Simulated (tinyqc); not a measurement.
A double barrier with mass mismatch, transfer matrices: resonance against the well width.

One electron of energy E comes from the left lead (band edge 0); no transverse momentum. Parabolic bands, masses in units of m0, C = hbar^2/(2 m0); psi and psi'/m are continuous at every interface. Barrier d1, well Lw, barrier d2; the right lead equals the left one.

For the pair (psi, psi'/m) a flat layer has M = [[cos kd, (m/k) sin kd], [-(k/m) sin kd, cos kd]] with k = sqrt(m (E - U)/C) above its edge U, and M = [[cosh Kd, (m/K) sinh Kd], [(K/m) sinh Kd, cosh Kd]] with K = sqrt(m (U - E)/C) below it. The matrices are multiplied with later layers to the left. With M acting on (psi, psi'/m) and v = k/m in each lead, T(E) = 4 vL vR/[(vL vR M12 - M21)^2 + (vR M11 + vL M22)^2]. The lowest resonance is the first maximum of T(E); its width is the full width at half maximum, and tau = hbar/width. The last column is the lowest level of an infinitely deep well, C (pi/Lw)^2/mL.

Inputs (values chosen for the exercise); masses and offsets close to those of GaN wells and AlGaN barriers:
- mL = 0.2 m0 (mass in the left lead)
- U1 = 0.6 eV (barrier height)
- m1 = 0.28 m0 (barrier mass)
- d1 = 1.4 nm (width of the first barrier)
- d2 = 1.4 nm (width of the second barrier)

Constants: q = 1.602176634e-19 C, hbar = 1.054571817e-34 J s, m0 = 9.1093837015e-31 kg, hbar^2/(2 m0) = 0.0380998212 eV nm^2. Results are converted to the units shown.

Results:
```
Lw (nm)  E_r (eV)  peak T(E)  width (meV)  tau (fs)  infinite well (eV)
1.2        0.2830      1.000        9.510     69.21               1.306
1.6        0.2139      1.000        4.687     140.4              0.7344
2          0.1668      1.000        2.582     254.9              0.4700
2.8        0.1091      1.000       0.9836     669.2              0.2398
3.2       0.09088      1.000       0.6575      1001              0.1836
3.6       0.07682      1.000       0.4570      1440              0.1451
4         0.06579      1.000       0.3279      2007              0.1175
```

Estimate the missing row, Lw = 2.4 nm.

Computed row:
```
Lw (nm)  E_r (eV)  peak T(E)  width (meV)  tau (fs)  infinite well (eV)
2.4        0.1335      1.000        1.545     426.1              0.3264
```

With this row back in the table: E_r falls from 0.283 to 0.0658 eV, as Lw^(-1.21) over the table, slower than the Lw^(-2) of an infinite well because the wave reaches into the barriers; E_r is 0.22 of the infinite-well level in the first row and 0.56 in the last. The width falls from 9.51 to 0.328 meV.

Range of the model: Masses are held fixed, although real bands cease to be parabolic a few tenths of an eV from their edges (inside a barrier too).

Program tinyqc, `OMP_NUM_THREADS=1 python tinyqc.py 2560029 2560030 out.jsonl`; Intel Xeon 2.30GHz, shared host, one thread, about 0.04 s.
